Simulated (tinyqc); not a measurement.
# Heisenberg magnet: exchange from energy differences, ordering vector, linear spin waves and ordering temperature, step by step

A worked calculation. Computed by tinyqc, a small Python program that keeps every step. Command: `OMP_NUM_THREADS=1 python tinyqc.py 3018954 3018955 out.jsonl magnon walk`. One thread of a shared host (Intel(R) Xeon(R) Processor @ 2.30GHz), about 0.2 s of CPU time with the checks. Intermediate numbers are printed to about 5 digits and carried at full precision; extremes and crossings named in words are read from the listed rows.

H = -sum over pairs <ij> J_ij S_i.S_j - K sum_i (S_i^z)^2, each pair once, J > 0 ferromagnetic. First neighbours: 8 at a (0.5, 0.5, 0.5), second: 6 at a (1, 0, 0), with all permutations and signs.

Inputs (values chosen for the exercise, for a model magnet):
```
quantity                 value      unit
exchange J1              0.377       meV
exchange J2               0.14       meV
spin S                     2.5         -
single-ion anisotropy K  0.015       meV
lattice constant a        5.36  angstrom
mesh divisions n            24         -
temperature T               30         K
```

Lattice: bcc. Order: ferromagnetic.

wave vector q (2 pi/a): 0.15  0.34  0.39

Constants: h x 1 THz = 4.135667696 meV; k_B = 8.617333262e-05 eV/K.

## Energies of ordered states

J(q) = J1 g1(q) + J2 g2(q), g_s(q) = sum over shell s of cos(q.R). A classical spiral or collinear state of wave vector Q has the exchange energy -(S^2/2) J(Q) per site.

States, Q in 2 pi/a:
```
Q                           g1  g2  energy (meV/site)
G (0, 0, 0)         8.0000e+00   6            -12.050
H (1, 0, 0)        -8.0000e+00   6              6.800
N (0.5, 0.5, 0)              0  -2              0.875
P (0.5, 0.5, 0.5)   4.9304e-32  -6              2.625
```

The lowest of these is G (0, 0, 0), 12.925 meV per site below N (0.5, 0.5, 0).

## Back from energy differences to J1 and J2

Subtract the first row of the table from the second and third: dE = -(S^2/2)(dg1 J1 + dg2 J2), two equations for two unknowns, as in mapping total energies onto a spin model.

coefficients:
```
   J1  J2
1  50   0
2  25  25
```

energy differences (meV/site): 18.850  12.925

J1, J2 (meV): 0.377  0.140

## Magnon energy at q

g_s(q) = sum over shell s of cos(q.R), z1 = g1(0). E(q) = S [J(0) - J(q)] + (2S - 1) K, J(q) = J1 g1 + J2 g2. The factor 2S - 1 removes the anisotropy for S = 1/2.

g1(q) = 1.1632

g2(q) = -1.4371

E(q) = 9.1067 meV

frequency = 2.2020 THz

## Long waves and the gap

sum R_x^2 over the shells is s1 = 2 a^2 and s2 = 2 a^2. E = gap + D q^2 with D = (S/2)(J1 s1 + J2 s2) and gap = (2S - 1) K.

stiffness D = 37.133 meV angstrom^2

gap = 0.06 meV

## Dispersion

The formulas are those given above.

Energies (meV); H = (1, 0, 0), N = (0.5, 0.5, 0) in 2 pi/a:
```
line  fraction of the way    E(q)  gap + D q^2
G-H                  0.10   0.563        0.570
G-H                  0.25   2.968        3.249
G-H                  0.50   9.000       12.816
G-H                  0.75  13.632       28.762
G-H                  1.00  15.140       51.086
G-N                  0.10   0.313        0.315
G-N                  0.25   1.574        1.655
G-N                  0.50   5.230        6.438
G-N                  0.75   8.886       14.411
G-N                  1.00  10.400       25.573
```

At the end of the G-H rows the long-wave form is 3.37 times the true energy. At the end of the G-N rows the long-wave form is 2.46 times the true energy. It holds to 5 % in 2 of the ten rows; nearer the zone boundary the cosine flattens the band.

## Loss of moment

Mesh: q = sum_i (m_i + 1/2)/n b_i, m_i = 0..n-1, b = [[0, 1, 1], [1, 0, 1], [1, 1, 0]] in 2 pi/a; <..> is the mean over the mesh. n = 1/(exp(E/(k_B T)) - 1); no zero-point loss; thermal loss <n>; moment = S less the losses.

zero-point loss = 0

thermal loss = 0.091421

moment <S^z> = 2.4086

The thermal loss is 3.66 % of S.

## Ordering temperature

K left out. Mean field: k_B T = S (S + 1) J(Q)/3 at the ordering vector Q; random-phase (Tyablikov): k_B T = [S (S + 1)/3] / <1/(J(Q) - J(q))>; Curie-Weiss theta = S (S + 1) J(0)/(3 k_B).

mean-field ordering temperature = 130.51 K

random-phase ordering temperature = 99.296 K

Curie-Weiss temperature = 130.51 K

The random-phase value is 0.76 of mean field, since it weights the soft long waves (a harmonic mean of J(Q) - J(q) in place of the arithmetic one); on this mesh it lies slightly high.

Checks made by the program: the long-wave formula against the dispersion (relative difference 1e-06).
